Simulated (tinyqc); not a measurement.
Inside a calculation. Model: electron-beam lithography: double-Gaussian proximity function, edge placement and dose correction for parallel lines. Computed by tinyqc, a small Python program that keeps every step. Command: `OMP_NUM_THREADS=1 python tinyqc.py 3110634 3110635 out.jsonl proximity walk`. One thread of a shared host (Intel(R) Xeon(R) Processor @ 2.30GHz), about 0.01 s of CPU time with the checks. Intermediate numbers are printed to about 5 digits and carried at full precision; extremes and crossings named in words are read from the listed rows.

Lines are infinitely long. Absorbed energy is counted so that the middle of a very large area written at dose 1 receives 1; the resist develops where it exceeds 1/2.

Inputs (values chosen for the exercise, of the order of those for 30 keV electrons in resist on silicon):
```
quantity,value,unit
forward range alpha,0.01,micrometre
backscatter range beta,4.1,micrometre
backscatter ratio eta,1.1,-
base dose D0,560,microcoulomb/cm^2
beam current,11,nA
pixel size,10,nm
width of the test line,0.1,micrometre
pattern density around the test line,0.36,-
```

line widths (micrometre): [0.073, 0.066, 0.038, 5.7, 0.036]

gaps between the lines (micrometre): [3.7, 0.36, 2.7, 0.052]

Constants: e = 1.602176634e-19 C.

## Layout

The first line starts at x = 0; each next one starts after the width and the gap.

Lines (micrometre):
```
line,left edge,right edge,centre
1,0.000,0.073,3.6500e-02
2,3.773,3.839,3.8060e+00
3,4.199,4.237,4.2180e+00
4,6.937,12.637,9.7870e+00
5,12.689,12.725,1.2707e+01
```

## Interaction matrix

f(r) = [exp(-r^2/alpha^2)/alpha^2 + eta exp(-r^2/beta^2)/beta^2]/(pi (1 + eta)). A line from a to b at dose d gives E(x) = d [S(alpha) + eta S(beta)]/(1 + eta), S(s) = [erf((b - x)/s) - erf((a - x)/s)]/2. M_ij is the mean of E at the two edges of line i from line j at dose 1.

M:
```
,1,2,3,4,5
1,0.24336,0.00204,0.00097,0.00453,0.00000
2,0.00226,0.24285,0.00271,0.07277,0.00002
3,0.00186,0.00471,0.24083,0.09026,0.00004
4,0.00016,0.00135,0.00090,0.48709,0.00148
5,0.00000,0.00004,0.00004,0.24466,0.24069
```

## Dose correction

Uncorrected edge energies are M 1. Solve M d = 1/2 for the doses d that put the mean edge energy of every line at the threshold.

edge energies at dose 1: 1 0.25090, 2 0.32062, 3 0.33770, 4 0.49098, 5 0.48543

corrected doses: 1 2.0147, 2 1.7175, 3 1.6465, 4 1.0149, 5 1.0452

largest over smallest dose = 1.9852

Line 1 needs the most and line 4 the least; a narrow isolated line much wider than alpha would need 1 + eta = 2.10.

## Printed widths

Edges are the roots of E(x) = 1/2 between a line centre and the middle of the next gap. Three cases: dose 1 everywhere; one common dose equal to the mean of d; the corrected doses.

Width error, printed less drawn (nm):
```
line,drawn width (nm),dose 1,mean dose,corrected
1,73,missing,-6.570,1.00e-06
2,66,-16.386,-1.152,4.60e-05
3,38,-14.112,0.121,3.70e-05
4,5700,-0.671,13.187,1.10e-05
5,36,-1.085,12.608,1.82e-04
```

At dose 1, 1 of the 5 lines stay below the threshold. With the common mean dose the errors span 19.8 nm. With corrected doses the largest error is below 0.01 nm.

## Dose to size and latitude

A test line of width w << beta in surroundings of density rho, all at dose d: near its edge E(x) = d [S + eta rho]/(1 + eta), S = [erf((b - x)/alpha) - erf((a - x)/alpha)]/2 for edges a and b, the second term being the background energy. Dose to size d_s = (1 + eta)/(erf(w/alpha) + 2 eta rho), dose = d_s D0; edge slope d [1 - exp(-w^2/alpha^2)]/(sqrt(pi) alpha (1 + eta)); width change per 1 % of dose = 2 x 0.01 x (1/2)/slope.

dose to size d_s = 1.171875

dose = 656.25 microcoulomb/cm^2

edge slope = 0.031484 1/nm

width change per 1 % of dose = 0.31762 nm

background energy = 0.22098

The background supplies 44 % of the threshold.

## Shot noise and writing time

With dose = d_s D0: electrons per pixel N = dose x pixel area/e; relative noise 1/sqrt(N); time per cm^2 of pattern area = dose x density/current; pixel rate = current/(dose x pixel area).

electrons per pixel = 4096.0

shot noise = 1.5625 %

writing time per cm^2 = 5.9659 h

pixel rate = 16.762 MHz

Checks made by the program: corrected edge energies (relative difference below 1e-10).
